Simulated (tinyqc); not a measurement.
Deal-Grove kinetics of thermal oxidation of silicon. Changing the initial oxide x_i. Computed by tinyqc, a small Python program. Command: `OMP_NUM_THREADS=1 python tinyqc.py 3015802 3015803 out.jsonl oxide sweep`. One thread of a shared host (Intel(R) Xeon(R) Processor @ 2.30GHz), about 0.2 s of CPU time with the checks.

Oxidant diffuses through the oxide and reacts at the interface, so that dx/dt = B/(A + 2x) for the oxide thickness x.

Inputs (values chosen for the exercise, close to those used for silicon): prefactor B0 = 859 um^2/h; activation energy E_B = 1.22 eV; prefactor (B/A)0 = 4.26e+06 um/h; activation energy E_A = 2 eV; temperature T = 1125 C; oxidant pressure p = 0.5 atm; pressure exponent m of B/A = 0.71; time t = 3.7 h.

Ambient: dry oxygen. Surface: (100).

Constants: k_B = 8.617333262e-05 eV/K.

Method:
- B = B0 p exp(-E_B/(k_B T)), B/A = (B/A)0 p^m exp(-E_A/(k_B T)), p in atm; A = B/(B/A).
- Temperatures in kelvin are T(C) + 273.15.
- tau = (x_i^2 + A x_i)/B and x = (A/2) [sqrt(1 + 4 B (t + tau)/A^2) - 1], the root of x^2 + A x = B (t + tau).
- Silicon consumed is 0.44 times the oxide grown; the rate is B/(A + 2x).

One run for each value:
```
initial oxide x_i (um)  oxide thickness x (um)  silicon consumed (um)     tau (h)
0.002                                  0.20480               0.089232  1.2665e-02
0.0047                                 0.20539               0.088305  3.0501e-02
0.011                                  0.20688               0.086187  7.5417e-02
0.026                                  0.21099               0.081397  2.0094e-01
0.061                                  0.22353               0.071512  5.9562e-01
0.14                                   0.26442               0.054743  2.0103e+00
0.8                                    0.83649               0.016055  4.2198e+01
```

Give the missing row, initial oxide x_i (um) = 0.34.

Computed row:
```
initial oxide x_i (um)  oxide thickness x (um)  silicon consumed (um)     tau (h)
0.34                                   0.41390               0.032517  8.8373e+00
```

Interpolating between the two neighbouring rows (the first column on a logarithmic scale, the others too where they are positive) misses most in oxide thickness x (um), by 15 %. Over the rows, oxide thickness x (um) rises from 0.205 to 0.836 (exponent d ln y / d ln x 0.0034 between the first rows and 0.82 between the last); silicon consumed (um) falls from 0.0892 to 0.0161 (exponent d ln y / d ln x -0.012 between the first rows and -0.82 between the last); tau (h) rises from 0.0127 to 42.2 (exponent d ln y / d ln x 1.0 between the first rows and 1.8 between the last). The oxide grown, x - x_i, falls from 0.203 to 0.0365 um: an existing film lengthens the diffusion path.
